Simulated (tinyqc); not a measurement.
# Sub-threshold conduction and electro-thermal threshold of an amorphous chalcogenide: several studies

Trap-limited conduction: I = I0 exp(-Ea/kB T) sinh(q V dz/(2 ua kB T)), I0 = 2 q A Nt dz/ta. One lumped temperature T = T0 + Rt I V. The threshold is the largest V for which a steady state exists on the low-current branch.

Parameters, values chosen for the exercise; values of the order of Ge-Sb-Te and related chalcogenides: ambient temperature T0 = 300 K; cross-section A = 910 nm^2; amorphous thickness ua = 41 nm; distance between traps dz = 5.2 nm; activation energy Ea = 0.41 eV; trap density Nt = 2.4e19 cm^-3; attempt time ta = 1e-14 s; thermal resistance Rt = 4.6 K/uW; drift exponent nu = 0.08.

Constants: q = 1.602176634e-19 C, kB = 1.380649e-23 J/K. Results are converted to the units shown.

Each table varies one quantity; the others keep the values above.

## Threshold against ambient temperature

The threshold is the first local maximum over T of the V that solves Rt I(V, T) V = T - T0.

Result of one run:
```
T0 (K),Vth (V),T - T0 (K),Ith (uA),field (MV/cm)
230,3.997,40.18,2.185,0.9748
```

What becomes of these results when the ambient temperature T0 is changed from 230 to 260 K, all else the same?

Result of the changed run:
```
T0 (K),Vth (V),T - T0 (K),Ith (uA),field (MV/cm)
260,3.752,47.29,2.740,0.9151
```

The whole series:
```
T0 (K),Vth (V),T - T0 (K),Ith (uA),field (MV/cm)
230,3.997,40.18,2.185,0.9748
260,3.752,47.29,2.740,0.9151
300,3.445,57.50,3.628,0.8402
330,3.229,65.76,4.428,0.7875
360,3.024,74.58,5.361,0.7376
400,2.769,87.36,6.857,0.6755
```

Vth falls from 4.00 to 2.77 V, on average -7.22 mV/K, and the rise at threshold rises from 40.2 to 87.4 K: a warmer layer conducts more and needs less field to reach runaway.

## Resistance drift

The low-field resistance drifts as R = R0 (t/1 s)^nu, R0 = 2 ua kB T0 exp(Ea/kB T0)/(q dz I0). Read as a growth of Ea, this is dEa = nu kB T0 ln(t/1 s).

Resistance drift:
```
t (s),R (Mohm),R/R0,dEa (meV)
0.001,497.7,0.5754,-14.29
0.1,719.5,0.8318,-4.762
1,865.0,1.000,0
100,1250,1.445,9.524
10000,1807,2.089,19.05
1e6,2612,3.020,28.57
3e8,4123,4.766,40.37
```

R grows by a factor of 1.20 a decade and 4.77 from 1 s to 3e8 s. A level that lies a factor of 3 below a fixed read threshold at 1 s reaches it after 9.20e5 s.

## Threshold against amorphous thickness

Same model as above.

Rt is held fixed.

Results:
```
ua (nm),Vth (V),T - T0 (K),Ith (uA),field (MV/cm)
18,1.669,69.77,9.086,0.9274
24,2.152,64.84,6.551,0.8965
30,2.619,61.53,5.108,0.8729
36,3.074,59.10,4.180,0.8538
42,3.518,57.21,3.535,0.8377
54,4.384,54.41,2.698,0.8118
60,4.806,53.33,2.412,0.8010
```

Estimate the missing row, ua = 48 nm.

Computed row:
```
ua (nm),Vth (V),T - T0 (K),Ith (uA),field (MV/cm)
48,3.955,55.68,3.061,0.8239
```

With this row back in the table: Vth rises from 1.67 to 4.81 V, as ua^(0.88), and the threshold field falls from 0.927 to 0.801 MV/cm; Ith falls from 9.09 to 2.41 uA. A power of 1 would mean a fixed threshold field.

Range of the model: Purely electronic switching mechanisms, filaments and series resistance are left out.

Numbers from tinyqc (`OMP_NUM_THREADS=1 python tinyqc.py 2490135 2490136 out.jsonl`; about 0.02 s on one thread of a shared Intel Xeon 2.30GHz).
